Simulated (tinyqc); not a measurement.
Resistance of a tapered via with liner, size effect and interface: one step of the calculation.

A round via whose diameter grows from db at the bottom as D(z) = db + 2 z/tan(ang). The fill, of diameter D - 2 tl, starts above the bottom liner (thickness fb tl) and has rho = rho0 (1 + ks lam/(D - 2 tl)); the sidewall liner conducts in parallel with it. The bottom liner and the interface are crossed over the full area pi db^2/4. Spreading in the lines above and below is left out.

Question. Slices of the via. Slices between z0 = fb tl and hv, evaluated at their midpoints: conductance per length pi/4 [(D - 2 tl)^2/rho + (D^2 - (D - 2 tl)^2)/rl], slice resistance = slice height over that. 6 slices.

Values chosen for this exercise; fill metal close to copper:

| symbol | value | unit | meaning |
|---|---|---|---|
| db | 31 | nm | diameter at the bottom |
| hv | 78 | nm | height |
| ang | 87 | degrees | sidewall angle |
| rho0 | 1.66 | uohm cm | bulk resistivity of the fill |
| lam | 38.8 | nm | mean free path of the fill |
| ks | 1.3 |  | size-effect factor |
| tl | 3 | nm | liner on the sidewall |
| fb | 0.5 |  | liner at the bottom over that on the sidewall |
| rl | 330 | uohm cm | resistivity of the liner |

Wanted: z; D; rho; slice resistance.

Answer.

| slice | z (nm) | D (nm) | rho (uohm cm) | slice resistance (ohm) |
|---|---|---|---|---|
| 0 | 7.875 | 31.83 | 4.902 | 1.184 |
| 1 | 20.62 | 33.16 | 4.743 | 1.036 |
| 2 | 33.38 | 34.50 | 4.598 | 0.9132 |
| 3 | 46.12 | 35.83 | 4.466 | 0.8098 |
| 4 | 58.88 | 37.17 | 4.346 | 0.7221 |
| 5 | 71.62 | 38.51 | 4.236 | 0.6474 |

tinyqc, about 0.01 s, one thread, Intel Xeon 2.30GHz (shared host): `OMP_NUM_THREADS=1 python tinyqc.py 2750027 2750028 out.jsonl`
